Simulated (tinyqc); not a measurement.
# p-type polysilicon, carrier trapping at grain boundaries, step by step

Program tinyqc, `OMP_NUM_THREADS=1 python tinyqc.py 2830299 2830300 out.jsonl`; Intel Xeon 2.30GHz, shared host, one thread, about 0.01 s. Printed values are rounded.

One-dimensional grains of size Lg, uniform ionised doping N, monovalent traps Qt at each boundary at a depth Et below (for electrons) or above (for holes) the band edge there, abrupt depletion of width W on each side of a boundary, Boltzmann statistics. xi is the distance from the band edge at the grain centre to the Fermi level. Trapped charge Qt/(1 + exp((xi + VB - Et)/Vt)) = 2 N W, barrier VB = q N W^2/(2 eps0 eps_r).

Values chosen for this exercise; values of the order met in polycrystalline silicon:
```
symbol,value,unit,meaning
T,300,K,temperature
eps_r,11.7,,relative permittivity
NB,2.65e19,cm^-3,valence-band density of states at T
Lg,19,nm,grain size
Qt,1.7e12,cm^-2,trap density of a grain boundary
Et,0.43,eV,depth of the trap level from the majority band edge at the boundary
ms,0.52,m0,mass for thermionic emission
fe,0.5,,correction factor of the emission rate
N,2.6e17,cm^-3,doping
```

Constants: q = 1.602176634e-19 C, kB = 1.380649e-23 J/K, m0 = 9.1093837015e-31 kg, Vt = kB T/q, eps0 = 8.8541878128e-14 F/cm where lengths are in cm. Results are converted to the units shown.

Range of the model: VB is below Vt, where abrupt depletion and thermionic emission are rough.

## Depletion width, Fermi level and barrier

If the trap equation with xi = Vt ln(NB/N) has a root W < Lg/2, the grain is partly depleted; otherwise W = Lg/2 and the trap equation gives xi = Et - VB + Vt ln(Qt/(N Lg) - 1). N* = Qt/Lg.

N* = 8.94737e17 cm^-3
W = 9.5 nm
xi = 0.434928 V
VB = 0.0181454 V
share of traps filled = 0.290588

N is 0.291 N*, and the grain is fully depleted; VB = 0.702 Vt.

## Resistivity and effective mobility

n0 = NB exp(-xi/Vt); mean density n0 (1 - 2 W/Lg) by charge balance in a partly depleted grain, and n0 (sqrt(pi)/2) erf(u)/u with u = sqrt(VB/Vt) in a fully depleted one; v = sqrt(kB T/(2 pi ms m0)); barrier resistivity Vt exp(VB/Vt)/(q fe n0 v Lg); grain resistivity (1 - 2 W/Lg)/(q n0 mug); effective mobility 1/(q mean density total resistivity).

n0 = 1.30850e12 cm^-3
mean density = 1.05736e12 cm^-3
v = 3.73049e6 cm/s
barrier resistivity = 70202.2 ohm cm
grain resistivity = 0.00000 ohm cm
resistivity = 70202.2 ohm cm
effective mobility = 84.0844 cm^2/(V s)

The resistivity is 6.43e5 times that of a single crystal with the same N and mobility mug, and the mean density is 4.07e-4 % of N.
